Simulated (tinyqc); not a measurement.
# Changing the doping ratio N_0/N(W)

Model: minority-electron transport through the base of a bipolar transistor (Moll-Ross and Kroemer integrals). Computed by tinyqc, a small Python program. Command: `OMP_NUM_THREADS=1 python tinyqc.py 3018824 3018825 out.jsonl base sweep`. One thread of a shared host (Intel(R) Xeon(R) Processor @ 2.30GHz), about 0.02 s of CPU time with the checks.

Low injection, one dimension, x from the emitter edge (0) to the collector edge (W), s = x/W. Recombination is treated as a small correction (valid for tau_B well below tau_n), computed from the stored charge.

Inputs (values chosen for the exercise, modelled on GaAs):
```
quantity                                     value        unit
intrinsic density n_i at the emitter edge  2.3e+06      1/cm^3
base doping at the emitter edge N_0          7e+17      1/cm^3
base width W                                    71          nm
mu_min                                         920  cm^2/(V s)
mu_max                                        6800  cm^2/(V s)
N_ref                                      8.8e+16      1/cm^3
saturation velocity v_s                       0.78    1e7 cm/s
electron lifetime tau_n                        3.1          ns
emitter Gummel number G_E                  5.7e+12      s/cm^4
base-emitter voltage V_BE                     0.89           V
temperature T                                  300           K
gap narrowing across the base dE_g             120         meV
```

Base doping profile: exponential. Gap grading: linear. Exit of the base: infinite sink.

Constants: k_B = 8.617333262e-05 eV/K; e = 1.602176634e-19 C.

Method:
- N(x) = N_0 (ratio)^(-s); n_i(x)^2 = n_i^2 exp(s dE_g/k_B T); D(x) = (k_B T/e) mu, mu = mu_min + (mu_max - mu_min)/(1 + (N/N_ref)^0.7).
- Field that drives electrons towards the collector, averaged over the base: (k_B T/e) ln[N_0 n_i(W)^2/(N(W) n_i^2)]/W.
- With y(x) = N n_i^2/(D n_i(x)^2): base Gummel number G_B = int_0^W y dx; J_C = e n_i^2 exp(e V_BE/k_B T)/G_B; n(x) = (J_C/e)(n_i(x)^2/(N n_i^2)) [int_x^W y dx]; transit time tau_B = (e/J_C) int n dx; trapezoid rule on 401 even points.
- Emitter-limited gain beta_E = G_E/G_B; recombination-limited gain beta_R = tau_n/tau_B; 1/beta = 1/beta_E + 1/beta_R; f_T from the base alone = 1/(2 pi tau_B).

One run for each value; columns: (1) doping ratio N_0/N(W); (2) base transit time tau_B (ps); (3) base Gummel number G_B (s/cm^4); (4) mean built-in field (kV/cm); (5) current gain beta:
```
(1)      (2)         (3)     (4)     (5)
1.5  0.14168  1.8148e+10  18.378  309.64
3.4  0.10912  1.5075e+10  21.357  373.14
7.9  0.08540  1.2816e+10  24.427  439.37
18   0.06901  1.1175e+10  27.426  504.34
41   0.05723  9.9063e+09  30.423  569.34
95   0.04843  8.8778e+09  33.483  635.67
220  0.04187  8.0437e+09  36.540  701.91
500  0.03694  7.3674e+09  39.530  766.61
```

What does the table show, and why?

Over the rows, base transit time tau_B (ps) falls from 0.142 to 0.0369 (exponent d ln y / d ln x -0.32 between the first rows and -0.15 between the last); base Gummel number G_B (s/cm^4) falls from 1.81e10 to 7.37e9 (exponent d ln y / d ln x -0.23 between the first rows and -0.11 between the last); mean built-in field (kV/cm) rises from 18.4 to 39.5 (exponent d ln y / d ln x 0.18 between the first rows and 0.096 between the last). A steeper profile adds a drift field and raises the mobility near the collector, at fixed N_0.

Caution (all rows): the mean velocity exceeds v_s, so drift-diffusion with a low-field mobility overstates the speed.
